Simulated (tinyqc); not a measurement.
# Tunnelling through a gate dielectric, WKB transmission and Tsu-Esaki current: dielectrics compared at equal EOT

Electrons leave the emitter at x = 0. Energies E (motion across the layers) are in eV from the emitter Fermi level; the collector Fermi level lies at -V and offers states at every E. No charge in the dielectric and no image force: F1 = V/t1, U = phi1 - F1 x. With C = hbar^2/(2 m0), kappa = sqrt(m (U - E)/C) where U > E and 0 elsewhere; T(E) = exp(-S), S = 2 times the integral of kappa over x.

A single layer of thickness t1 = EOT eps_r/3.9 for each dielectric, at V = 0.8 V. Each layer adds (2/F) sqrt(m/C) [G(u at its left edge) - G(u at its right edge)] to S, with u = U - E (0 where negative) and G(u) = (2/3) u^1.5. J = J0 times the integral of T(E) N(E) dE, N = ln[(1 + exp(-E/Vt))/(1 + exp((-E - V)/Vt))], J0 = q^2 me m0 kB T/(2 pi^2 hbar^3) (times 1e-4 for A/cm^2 per eV), from E = -Ef to far above the barrier (T = 1 there), by quadrature converged to the digits shown.

Parameters, values chosen for the exercise:
- T = 400 K (temperature)
- Ef = 0.24 eV (Fermi energy of the emitter above its band bottom)
- me = 0.68 m0 (emitter mass in the supply function)
- EOT = 1.2 nm (equivalent oxide thickness)

Constants: q = 1.602176634e-19 C, kB = 1.380649e-23 J/K, hbar = 1.054571817e-34 J s, m0 = 9.1093837015e-31 kg, Vt = kB T/q, hbar^2/(2 m0) = 0.0380998212 eV nm^2. Results are converted to the units shown.

Dielectrics (values chosen for the exercise, close to those of the materials named):
```
                 eps_r  phi1 (eV)  m1 (m0)
silicon dioxide   3.97       3.08     0.48
silicon nitride   7.45        2.2     0.49
aluminium oxide   9.26       2.57     0.38
hafnium oxide       23       1.55      0.2
zirconium oxide   24.3       1.46     0.24
```

Leakage at equal EOT:
```
                 t1 (nm)  S at E = 0  J (A/cm^2)  eps_r sqrt(m1 phi1)
silicon dioxide    1.222       14.18       161.2                4.827
silicon nitride    2.292       22.01     0.04165                7.735
aluminium oxide    2.849       26.47    4.819e-4                9.151
hafnium oxide      7.077       34.60    7.243e-8                12.81
zirconium oxide    7.477       38.41    4.067e-9                14.38
```

What does the table show?

From the lowest current to the highest: zirconium oxide, hafnium oxide, aluminium oxide, silicon nitride, silicon dioxide; the span is 10.6 decades. The figure eps_r sqrt(m1 phi1), to which S is proportional at low voltage, gives the same order.

Program tinyqc, `OMP_NUM_THREADS=1 python tinyqc.py 2540171 2540172 out.jsonl`; Intel Xeon 2.30GHz, shared host, one thread, about 0.06 s.
